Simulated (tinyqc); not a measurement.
What moves the results: gated graphene: carriers, quantum capacitance and optical conductivity. A value that a table varies takes the place of the one given here.

Cones E = +/- hv |k|, four flavours, D(E) = 2|E|/(pi hv^2). n = (2/pi)(kT/hv)^2 F_1(mu/kT), p = (2/pi)(kT/hv)^2 F_1(-mu/kT), in 1/angstrom^2 (1e16 for 1/cm^2); F_1(eta) = integral_0^infinity x dx/(1 + exp(x - eta)). Cq/e^2 = d(n - p)/d mu = (2 kT/(pi hv^2)) ln(2 + 2 cosh(mu/kT)).

Gate: V = mu/e + e (n - p)/Cox with Cox/e^2 = k/(4 pi e2 t), t in angstrom, e2 = e^2/(4 pi eps0); 1/(eV angstrom^2) in C/e^2 equals 1602.176634 microfarad/cm^2; total 1/C = 1/Cox + 1/Cq.

Conductivity over sigma0 = e^2/(4 hbar): interband Re = sinh(E/2kT)/(cosh(mu/kT) + cosh(E/2kT)); intraband Re = (8 kT/pi) ln(2 cosh(mu/2kT)) Gm/(E^2 + Gm^2). A free sheet absorbs about pi alpha_f Re(sigma/sigma0), alpha_f the fine-structure constant (alpha among the constants).

Constants: kB = 8.617333262e-05 eV/K; e^2/(4 pi eps0) = 14.39964547 eV angstrom; fine-structure constant alpha = 0.007297352564.

Inputs chosen for the exercise (Fermi velocity near that of graphene, gate dielectric near SiO2; not measured data): hv = 6.52 eV angstrom (hbar vF); T = 400 K; k = 3.94 (dielectric constant of the gate layer); t = 90 nm (its thickness); Gm = 20 meV (intraband damping); V = 39.45 V (gate voltage from the neutrality point).

## Gate sweep

Results:

| V (V) | mu (eV) | n - p (1/cm^2) | n + p (1/cm^2) | Cq (microfarad/cm^2) | C/Cox | Cox V/e (1/cm^2) |
|---|---|---|---|---|---|---|
| 0 | 0.0000 | 0 | 2.93e+11 | 1.15 | 0.967 | 0 |
| 1.2 | 0.0369 | 2.81e+11 | 3.94e+11 | 1.37 | 0.973 | 2.90e+11 |
| 3.2 | 0.0813 | 7.55e+11 | 7.87e+11 | 2.10 | 0.982 | 7.74e+11 |
| 7.9 | 0.1457 | 1.88e+12 | 1.88e+12 | 3.52 | 0.989 | 1.91e+12 |
| 16 | 0.2170 | 3.82e+12 | 3.82e+12 | 5.21 | 0.993 | 3.87e+12 |
| 28 | 0.2926 | 6.70e+12 | 6.70e+12 | 7.02 | 0.995 | 6.77e+12 |
| 39 | 0.3478 | 9.35e+12 | 9.35e+12 | 8.35 | 0.995 | 9.44e+12 |
| 59 | 0.4305 | 1.42e+13 | 1.42e+13 | 10.3 | 0.996 | 1.43e+13 |
| 87 | 0.5249 | 2.09e+13 | 2.09e+13 | 12.6 | 0.997 | 2.10e+13 |

What does this show?

At neutrality n + p = 2.93e+11 1/cm^2 of thermal carriers remain and C/Cox = 0.967; at the last row C/Cox = 0.997 and the plain capacitor rule overstates n - p by 0.6 %. Between the last two rows mu goes as V^0.51; for |mu| well above kT the limits are 1/2 where Cox is small against Cq and 1 where it is large.

## Absorption spectrum

mu = 0.34989 eV

Results:

| E (eV) | interband | intraband | absorption (%) |
|---|---|---|---|
| 0.070 | 0.0001 | 1.6811 | 3.854 |
| 0.140 | 0.0003 | 0.4455 | 1.022 |
| 0.245 | 0.0014 | 0.1475 | 0.341 |
| 0.350 | 0.0062 | 0.0725 | 0.180 |
| 0.490 | 0.0455 | 0.0370 | 0.189 |
| 0.595 | 0.1795 | 0.0251 | 0.469 |
| 0.700 | 0.5008 | 0.0182 | 1.190 |
| 0.805 | 0.8215 | 0.0137 | 1.915 |
| 0.910 | 0.9548 | 0.0108 | 2.213 |
| 1.120 | 0.9978 | 0.0071 | 2.304 |
| 1.400 | 1.0000 | 0.0045 | 2.303 |
| 2.099 | 1.0000 | 0.0020 | 2.297 |

How do the results move?

The edge lies at 2|mu| = 0.700 eV and, for |mu| above about 3 kT (here 10.2), rises from 10 % to 90 % over about 8.8 kT = 0.303 eV. The absorption is lowest, 0.180 %, at 0.350 eV of those listed, between the Drude tail and the edge; at the last row it is 2.297 % against pi alpha_f = 2.293 %. The thin-sheet formula fails where the absorption is large, and trigonal warping matters above about 1.5 eV.

## What moves the Fermi level

All results formed anew. Each row changes one parameter from the base and keeps the others.

Results:

| case | mu (eV) | n - p (1/cm^2) | C/Cox |
|---|---|---|---|
| base | 0.3499 | 9.460e+12 | 0.9954 |
| V = 51.285 V | 0.4006 | 1.231e+13 | 0.9960 |
| t = 63 nm | 0.4198 | 1.349e+13 | 0.9945 |
| k = 4.73 | 0.3842 | 1.135e+13 | 0.9950 |
| hv = 7.17 eV angstrom | 0.3857 | 9.451e+12 | 0.9950 |
| T = 500 K | 0.3468 | 9.460e+12 | 0.9954 |

How do the results move?

The largest shifts from the base row, up to three for each result and ties (the steps differ in size, so this ranks the rows, not the parameters). mu (eV): t +0.0699, V +0.0507, hv +0.0358. n - p (1/cm^2): t +4.03e+12, V +2.85e+12, k +1.89e+12; unchanged at the printed digits by T. C/Cox: t -0.0009, V +0.0006, hv -0.0004, k -0.0004; unchanged at the printed digits by T.

Program tinyqc; command `OMP_NUM_THREADS=1 python tinyqc.py 1682244 1682245 out.jsonl`; about 0.01 s on one thread of a shared Intel(R) Xeon(R) Processor @ 2.30GHz.
